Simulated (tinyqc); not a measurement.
Interband optics of a two-band s-p chain from momentum matrix elements: one step. Transitions on the mesh. Three cases, with inputs chosen for the exercise.

Question. At each k_j = (j + 1/2)/N (2 pi/a) up to the zone edge give D = Ec - Ev, w = |<c|W|v>|^2 and f = w/(c D), c = hbar^2/2m0; the other half of the zone repeats the values.

H(k) = [[Es - 2 ts cos ka, 2i V sin ka], [-2i V sin ka, Ep_ + 2 tp cos ka]] in the basis s, p; the lower band is full, with two electrons a cell. The velocity operator times hbar is W = dH/dk (eV angstrom); intra-atomic dipoles are left out.

Constants: hbar^2/2m0 = 3.80998211 eV angstrom^2.

Case 1.

Values chosen: a = 2.79 angstrom (period); Es = 2.51 eV (upper orbital (s)); Ep_ = -2.48 eV (lower orbital (p)); ts = 0.41 eV (s-s hopping); tp = 0.36 eV (p-p hopping); V = 0.85 eV (s-p hopping); N = 6 (k points).

Case 2.

Values chosen: a = 3.86 angstrom (period); Es = 2.54 eV (upper orbital (s)); Ep_ = -1.86 eV (lower orbital (p)); ts = 0.7 eV (s-s hopping); tp = 0.67 eV (p-p hopping); V = 1.45 eV (s-p hopping); N = 10 (k points).

Case 3.

Values chosen: a = 2.55 angstrom (period); Es = 3.2 eV (upper orbital (s)); Ep_ = -3.11 eV (lower orbital (p)); ts = 0.52 eV (s-s hopping); tp = 0.68 eV (p-p hopping); V = 1.17 eV (s-p hopping); N = 6 (k points).

Give: Transitions.

Answer.

Case 1.

Transitions:
```
k (2 pi/a)  D (eV)  w (eV^2 angstrom^2)      f
0.0833      4.0322               10.705  0.697
0.2500      6.0382                1.463  0.064
0.4167      6.5482               18.025  0.722
```

D runs from 4.032 to 6.548 eV on the mesh; f is largest at k = 0.4167.

Case 2.

Transitions:
```
k (2 pi/a)  D (eV)  w (eV^2 angstrom^2)      f
0.0500      2.5360               40.664  4.209
0.1500      5.4588                0.099  0.005
0.2500      7.2801               17.750  0.640
0.3500      7.6252               61.138  2.104
0.4500      7.2315              114.896  4.170
```

D runs from 2.536 to 7.625 eV on the mesh; f is largest at k = 0.0500.

Case 3.

Transitions:
```
k (2 pi/a)  D (eV)  w (eV^2 angstrom^2)      f
0.0833      4.8354               14.302  0.776
0.2500      7.8561                3.323  0.111
0.4167      8.7087               29.037  0.875
```

D runs from 4.835 to 8.709 eV on the mesh; f is largest at k = 0.4167.

Computed by tinyqc, one run a case: `OMP_NUM_THREADS=1 python tinyqc.py N N+1 out.jsonl` with N = 1652553, 1680326, 1680369; one thread of a shared Intel(R) Xeon(R) Processor @ 2.30GHz, about 0.01 s a run at most.
